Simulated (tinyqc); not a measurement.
Optical transitions of a finite quantum well: sweeps and comparisons. A value that a table varies takes the place of the one given here.

Each carrier sees a square well of width L with its own depth V and masses m (inside), mb (outside); c = hbar^2/2m0, k = sqrt(m E/c), kappa = sqrt(mb (V - E)/c), and level n solves k L + 2 atan[(k/m)/(kappa/mb)] = n pi. The envelope is cos(kz) for odd n and sin(kz) for even n inside, joins exp(-kappa (|z| - L/2)) outside, and is normalised to 1. Excitons and band mixing are left out.

Constants: hbar^2/2m0 = 3.80998211 eV angstrom^2; e^2/(4 pi eps0) = 14.39964547 eV angstrom; hc = 1239.841984 eV nm.

Parameters, chosen for this exercise (near those of an InGaAs well in InAlAs; not measured data):
- L = 96 angstrom (well width)
- Vc = 0.506 eV (conduction offset)
- me = 0.0399 m0 (electron, well)
- meb = 0.0732 m0 (electron, barrier)
- eps = 12.2 (background dielectric constant)
- Nss = (0.043, 0.11, 0.21, 0.43, 0.65, 0.86, 1.3) x 1e12/cm^2 (sheet densities)
- Eg = 0.809 eV (gap of the well)
- Vv = 0.203 eV (valence offset)
- mh = 0.371 m0 (heavy hole along z, well)
- mhb = 0.426 m0 (heavy hole, barrier)
- ml = 0.0517 m0 (light hole along z, well)
- mlb = 0.0931 m0 (light hole, barrier)
- Ls = (25, 39, 48, 62, 80, 94, 137) angstrom (widths)

## Depolarisation shift

The collective line lies at E12 sqrt(1 + a), a = 8 pi q (n1 - n2) S/(eps E12), q = e^2/(4 pi eps0), S = integral over z of (integral up to z of psi_1 psi_2)^2. Zero temperature with the mass me in both subbands: n1 - n2 = Ns until Ns reaches D E12, D = me/(2 pi c), and D E12 beyond. 1e12/cm^2 = 1e-4/angstrom^2; exchange and the static band bending by the charge are left out.

Line position:
```
Ns (1e12/cm^2)  n1 - n2       a  line (meV)  shift (meV)
0.043             0.043  0.0058      162.44         0.47
0.11              0.110  0.0149      163.17         1.20
0.21              0.210  0.0285      164.26         2.29
0.43              0.430  0.0583      166.62         4.65
0.65              0.650  0.0881      168.95         6.98
0.86              0.860  0.1166      171.15         9.18
1.3               1.300  0.1762      175.66        13.69
```

S = 7.400 angstrom
E12 = 161.97 meV

The upward shift grows from 0.47 to 13.69 meV, 8.5 % of E12 at most. For small a the shift is a E12/2, linear in Ns; in the last row that rule gives 14.27 meV. S/L = 0.0771, against 5/(9 pi^2) = 0.0563 for hard walls.

## Width of the well

Edge wavelength hc/(Eg + e1 + hh1), squared e1-hh1 overlap, lh1 - hh1, and the 1-2 intersubband energy with f_12 = (m1/c) E12 z_12^2, 1/m1 = <1|1/m|1> (dash: e2 unbound).

Results:
```
L (angstrom)  edge (nm)  overlap^2  lh1 - hh1 (meV)  E12 (meV)   f_12
25               1106.7     0.9324             67.0          -      -
39               1228.8     0.9513             57.6          -      -
48               1283.1     0.9589             50.5      355.1  0.741
62               1343.5     0.9673             40.9      286.9  0.968
80               1394.2     0.9747             31.7      209.2  0.975
94               1420.9     0.9789             26.4      167.0  0.972
137              1468.1     0.9868             16.3       94.1  0.965
```

The edge tunes from 1107 to 1468 nm, towards hc/Eg = 1533 nm, while the overlap goes from 0.932 to 0.987. e2 binds at L = pi sqrt(c/(me Vc)) = 43.2 angstrom; f_12 starts from zero there and is 0.741 at 48 angstrom, the rest going to the continuum; among the widths listed it peaks at 0.975 (80 angstrom) and is 0.965 in the widest well, against 0.961 for hard walls.

## What each parameter does

Edge wavelength hc/(Eg + e1 + hh1), squared overlap of e1 and hh1, and the confinement energies. Each row changes one parameter from the base and keeps the others.

Results:
```
case              edge (nm)  overlap^2  e1 (meV)  hh1 (meV)
base                 1424.1     0.9794      53.4        8.2
L = 106 angstrom     1438.2     0.9817      46.2        6.9
Eg = 0.825 eV        1398.4     0.9794      53.4        8.2
Vc = 0.43 eV         1428.1     0.9736      51.0        8.2
Vv = 0.244 eV        1423.8     0.9756      53.4        8.4
me = 0.0439 m0       1428.2     0.9833      50.9        8.2
mh = 0.427 m0        1425.5     0.9750      53.4        7.4
meb = 0.0878 m0      1428.0     0.9774      51.0        8.2
```

The largest shifts from the base row, up to three for each result and ties (the steps differ in size, so this ranks the rows, not the parameters). edge (nm): Eg -25.7, L +14.1, me +4.1. overlap^2: Vc -0.0058, mh -0.0044, me +0.0039; unchanged at the printed digits by Eg. e1 (meV): L -7.2, me -2.5, Vc -2.4, meb -2.4; unchanged at the printed digits by Eg, Vv and mh. hh1 (meV): L -1.3, mh -0.8, Vv +0.2; unchanged at the printed digits by Eg, Vc, me and meb.

Run: tinyqc, `OMP_NUM_THREADS=1 python tinyqc.py 1252611 1252612 out.jsonl`; Intel(R) Xeon(R) Processor @ 2.30GHz, one thread, shared host; about 0.09 s of CPU time with all checks.
